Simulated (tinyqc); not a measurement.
MOS inversion layer, Poisson-Schroedinger loop: effect of the temperature.

Electrons confined at an insulator interface at z = 0, treated as a hard wall; parabolic valleys, Hartree approximation, no image or exchange terms. The depletion charge lies far deeper than the electrons and gives a uniform field q Nd/(eps0 eps_r); the gate balances all charge. Energies are counted from the band edge at the interface.

Schroedinger equation -(C/mz) psi'' + (V0 + U) psi = E psi, C = hbar^2/(2 m0), psi(0) = 0, on a uniform mesh of 800 nodes with a far wall at 29 nm, 8 levels a set; V0 = q Nd z/(eps0 eps_r); dU/dz = q (Ns - integral of n from 0 to z)/(eps0 eps_r), U(0) = 0; N_k = g md m0 q Vt/(pi hbar^2) ln(1 + exp((EF - E_k)/Vt)), g the number of valleys of the set, sum N_k = Ns. Triangular well: E_k = a_k (C F^2/mz)^(1/3), a_1 = 2.338107, a_2 = 4.087949, C = hbar^2/(2 m0), F in eV/nm. Fang-Howard (all electrons in the lowest level of set A): b^3 = 6 (mz1/C) q (Nd + 11 Ns/32)/(eps0 eps_r), centroid 3/b, level C b^2/(4 mz1) + (3/b) q (Nd + 11 Ns/16)/(eps0 eps_r). The centroid adds 3.9 z_av/eps_r to an oxide-equivalent thickness. Shares under 0.0001 % are printed as 0.

Inputs (values chosen for the exercise); masses and permittivity close to those of silicon (111):
- eps_r = 11.5 (relative permittivity)
- mz1 = 0.261 m0 (mass along z of valley set A (6 valley(s)))
- md1 = 0.354 m0 (in-plane density-of-states mass of set A)
- Ns = 2.2e12 cm^-2 (sheet density of electrons)
- Nd = 6.4e11 cm^-2 (sheet density of depletion charge)

Constants: q = 1.602176634e-19 C, kB = 1.380649e-23 J/K, hbar = 1.054571817e-34 J s, m0 = 9.1093837015e-31 kg, Vt = kB T/q, eps0 = 8.8541878128e-14 F/cm where lengths are in cm, hbar^2/(2 m0) = 0.0380998212 eV nm^2. Results are converted to the units shown.

The same in every row: Fang-Howard centroid (nm) = 3.10.

Effect of the temperature:

| T (K) | A1 (meV) | A2 (meV) | EF (meV) | share of A1 (%) | share of A2 (%) | centroid z_av (nm) | added oxide equivalent (nm) |
|---|---|---|---|---|---|---|---|
| 20 | 136 | 192 | 138 | 100 | 0 | 2.91 | 0.987 |
| 50 | 136 | 192 | 135 | 100 | 3.21e-4 | 2.91 | 0.987 |
| 77 | 136 | 192 | 131 | 100 | 0.0269 | 2.91 | 0.987 |
| 120 | 136 | 192 | 123 | 99.5 | 0.498 | 2.92 | 0.992 |
| 200 | 137 | 194 | 104 | 95.9 | 3.61 | 3.03 | 1.03 |
| 300 | 137 | 199 | 74.9 | 88.7 | 8.67 | 3.28 | 1.11 |
| 400 | 138 | 203 | 41.4 | 81.2 | 12.7 | 3.60 | 1.22 |
| 500 | 139 | 207 | 4.28 | 74.2 | 15.5 | 3.93 | 1.33 |

As T goes from 20 to 500, A1 rises from 136 to 139 meV, the share of A1 falls from 100 to 74.2 % and the centroid rises from 2.91 to 3.93 nm. EF lies more than 2 meV above A1 for T = 20. The Fang-Howard centroid is 6.6 % above the full one in the first row, where A1 holds 100 %, and 21 % below it in the last, where A1 holds 74.2 %.

Numbers from tinyqc (`OMP_NUM_THREADS=1 python tinyqc.py 2160116 2160117 out.jsonl`; about 0.5 s on one thread of a shared Intel Xeon 2.30GHz).
